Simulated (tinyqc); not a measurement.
Plane-wave Kohn-Sham cycle with exchange-only LDA in a layered model solid, step by step. Computed by tinyqc, a small Python program that keeps every step. Settings: points = 16, plane-wave index or count = 2, electrons = 2, k points = 1, area = 38.0, mixing = 0.8, iteration cap = 56, Kerker q0 = 0.93. Command: `OMP_NUM_THREADS=1 python tinyqc.py 31727 31728 out.jsonl` (the two numbers bound the seeds that draw the settings). One thread of a shared host (Intel(R) Xeon(R) Processor @ 2.60GHz), about 0.01 s of CPU time with the checks.

A solid whose potential varies along x alone (atomic units):
```
parameter                      value
period a                   16.000000
cross-section of the cell  38.000000
electrons per cell                 2
grid points                       16
plane waves -n..n, n               2
k points                           1
V1 in V1 cos(2 pi x/a)     -0.660000
```

Stop when sqrt(dV sum R^2) is below 1e-8, dV = a A/N.

Course of the cycle:
```
iteration  E (hartree)  norm of the residual
1          -1.21302759              1.16e-01
2          -1.13383930              9.39e-02
3          -1.07320470              7.86e-02
4          -1.02802114              6.69e-02
5          -0.99438444              5.76e-02
6          -0.96931231              4.99e-02
7          -0.95061532              4.33e-02
8          -0.93668585              3.77e-02
9          -0.92633229              3.28e-02
10         -0.91866203              2.85e-02
11         -0.91300206              2.48e-02
...                ...                   ...
46         -0.89833746              1.60e-04
47         -0.89833816              1.39e-04
48         -0.89833873              1.20e-04
49         -0.89833918              1.04e-04
50         -0.89833955              9.03e-05
51         -0.89833983              7.84e-05
52         -0.89834006              6.80e-05
53         -0.89834024              5.90e-05
54         -0.89834038              5.12e-05
55         -0.89834050              4.44e-05
56         -0.89834058              3.85e-05
```

Can the last value be used, and what does the course show?

Not by the stop rule, although the second column moves by less than 1e-06 over the last three steps. Not converged within 56 iterations: the residual falls steadily but slowly, by a factor of about 0.87 a step. Reruns (cap 100 unless said): mixing 0.1: not converged; mixing 0.5, Kerker q0 1.0: not converged; mixing 0.3, Pulay depth 5: converged in 11 (E = -0.89834); the original settings with a cap of 400: converged in 115 (E = -0.89834).
